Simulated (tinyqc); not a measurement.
Comparisons within one model: alloy A(1-x)B(x) by interpolation with bowing. A value that a table varies takes the place of the one given here.

Each gap follows E(x) = (1 - x) E_A + x E_B - C x (1 - x); the lattice constant follows Vegard, a(x) = (1 - x) a_A + x a_B.

Mass at Gamma from the Kane formula 1/m = F + Ep (Eg + 2 Dso/3)/(Eg (Eg + Dso)). F is fixed by the masses of A and B and interpolated linearly, as is Ep; Eg and Dso carry their bowing.

Constants: hc = 1239.841984 eV nm.

Values chosen for the exercise (A near InAs, B near InSb; not measured data): a = (6.056, 6.481) angstrom (lattice constant of A, B); Eg = (0.417, 0.237) eV (gap at Gamma to the s-like level of A, B); EgX = (1.417, 0.636) eV (gap to the lowest valley along Gamma-X of A, B); EgL = (1.119, 0.934) eV (gap to L of A, B); C = (0.613, 0.741, 0.547) eV (bowing of the Gamma, X and L gaps); Dso = (0.39, 0.801) eV (spin-orbit splitting of A, B); Ep = (21.3, 23.5) eV (Kane energy of A, B); me = (0.0258, 0.0133) m0 (electron mass at Gamma of A, B); Cs = 0.94 eV (bowing of Dso); x = 0.38 (fraction of B).

## Gaps across the alloy

Eleven compositions.

Gaps (eV):
```
x    a (angstrom)  Gamma      X      L  lowest  wavelength (nm)
0.0        6.0560  0.417  1.417  1.119   Gamma             2973
0.1        6.0985  0.344  1.272  1.051   Gamma             3606
0.2        6.1410  0.283  1.142  0.994   Gamma             4382
0.3        6.1835  0.234  1.027  0.949   Gamma             5292
0.4        6.2260  0.198  0.927  0.914   Gamma             6266
0.5        6.2685  0.174  0.841  0.890   Gamma             7136
0.6        6.3110  0.162  0.771  0.877   Gamma             7659
0.7        6.3535  0.162  0.715  0.875   Gamma             7641
0.8        6.3960  0.175  0.674  0.883   Gamma             7088
0.9        6.4385  0.200  0.647  0.903   Gamma             6204
1.0        6.4810  0.237  0.636  0.934   Gamma             5231
```

What does this show, and why?

The lowest valley is Gamma at every x. The Gamma gap has a minimum inside the range, 0.161 eV at x = (C - (E_B - E_A))/(2C) = 0.647, since the bowing exceeds the difference of the end gaps.

## Three ways to interpolate a mass

Linear in m, linear in 1/m, and the Kane formula.

Masses (m0):
```
x      Eg (eV)  linear in m  linear in 1/m    Kane  Kane m/Eg (1/eV)
0.000    0.417       0.0258         0.0258  0.0258            0.0619
0.125    0.327       0.0242         0.0231  0.0195            0.0595
0.250    0.257       0.0227         0.0209  0.0150            0.0583
0.375    0.206       0.0211         0.0191  0.0120            0.0581
0.500    0.174       0.0196         0.0176  0.0101            0.0583
0.625    0.161       0.0180         0.0163  0.0094            0.0585
0.750    0.167       0.0164         0.0151  0.0097            0.0582
0.875    0.192       0.0149         0.0142  0.0110            0.0574
1.000    0.237       0.0133         0.0133  0.0133            0.0561
```

What can be read from the table?

At x = 0.5 the three give 0.0195, 0.0176 and 0.0101; judged by the largest distance, the Kane value is closer to the interpolation in 1/m (largest distances 0.0094 m0 from the rule in m, 0.0074 m0 from the rule in 1/m), and it dips below both end values, following the bowed gap, which neither rule can do. The ratio m/Eg varies by a factor of 1.10 while the gap varies by 2.59; a constant ratio is the two-band rule m = Eg/Ep at fixed Ep.

## What each parameter does

Gaps at x and the Kane mass. Each row changes one parameter from the base and keeps the others.

Results:
```
case                          Gamma (eV)  X (eV)  L (eV)  mass (m0)
base                              0.2042  0.9456  0.9198     0.0119
x = 0.34                          0.2182  0.9852  0.9334     0.0127
C = (0.713, 0.841, 0.647) eV      0.1806  0.9221  0.8963     0.0106
Eg = (0.438, 0.237) eV            0.2172  0.9456  0.9198     0.0124
EgX = (1.417, 0.604) eV           0.2042  0.9335  0.9198     0.0119
EgL = (1.063, 0.934) eV           0.2042  0.9456  0.8851     0.0119
Ep = (23.4, 25.8) eV              0.2042  0.9456  0.9198     0.0114
Cs = 0.99 eV                      0.2042  0.9456  0.9198     0.0118
```

What does this show?

The largest shifts from the base row, up to three for each result and ties (the steps differ in size, so this ranks the rows, not the parameters). Gamma (eV): C -0.0236, x +0.0141, Eg +0.0130; unchanged at the printed digits by EgX, EgL, Ep and Cs. X (eV): x +0.0395, C -0.0236, EgX -0.0122; unchanged at the printed digits by Eg, EgL, Ep and Cs. L (eV): EgL -0.0347, C -0.0236, x +0.0135; unchanged at the printed digits by Eg, EgX, Ep and Cs. mass (m0): C -0.0013, x +0.0008, Eg +0.0005; unchanged at the printed digits by EgX and EgL.

(tinyqc, `OMP_NUM_THREADS=1 python tinyqc.py 1081163 1081164 out.jsonl`, Intel(R) Xeon(R) Processor @ 2.30GHz, 1 thread, shared host, about 0.01 s.)
